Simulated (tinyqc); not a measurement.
Bias-temperature instability from a Gaussian distribution of capture and emission barriers: one step, computed by the program tinyqc. Command: `OMP_NUM_THREADS=1 python tinyqc.py 3028310 3028311 out.jsonl bti walk`. One thread of a shared host (Intel(R) Xeon(R) Processor @ 2.30GHz), about 0.01 s of CPU time with the checks.

Each trap has a capture time tau_0 exp(E_c/(k_B T)) under stress and an emission time tau_0 exp(E_e/(k_B T)) after it. E_c is Gaussian, and E_e = E_c + d with d Gaussian and independent. A trap counts as filled once t_s exceeds its capture time and as emptied once t_r exceeds its emission time.

Problem. Lifetime. Demarcation energies E_s = k_B T ln(t_s/tau_0), E_r = k_B T ln(t_r/tau_0); mean barrier mu = mu_c - k_F F; z = (E_s - mu)/sigma_c; Phi is the standard normal distribution. Temperatures in kelvin are T(C) + 273.15. Solve V_max Phi(z) = criterion for t_s; the power-law extrapolation from the stress point is t_s (criterion/dV0)^(1/n); 1 year = 3.15576e7 s.

Inputs (values chosen for the exercise, for a model p-channel transistor): shift with all traps filled V_max = 330 mV; spread of capture barriers sigma_c = 0.34 eV; time constant tau_0 = 7e-09 s; temperature T = 150 C; stress time t_s = 20000 s; failure criterion = 20 mV.

mean barrier mu = 1.55 eV

shift without recovery dV0 = 22.78812 mV

time exponent n = 0.2063574

Constants: k_B = 8.617333262e-05 eV/K.

Give: log10 of the lifetime in s; log10 of the power-law estimate in s.

Solution.

log10 of the lifetime in s = 4.030

log10 of the power-law estimate in s = 4.026

The stress point lies near the criterion, so both agree; ten years is log10 = 8.50.
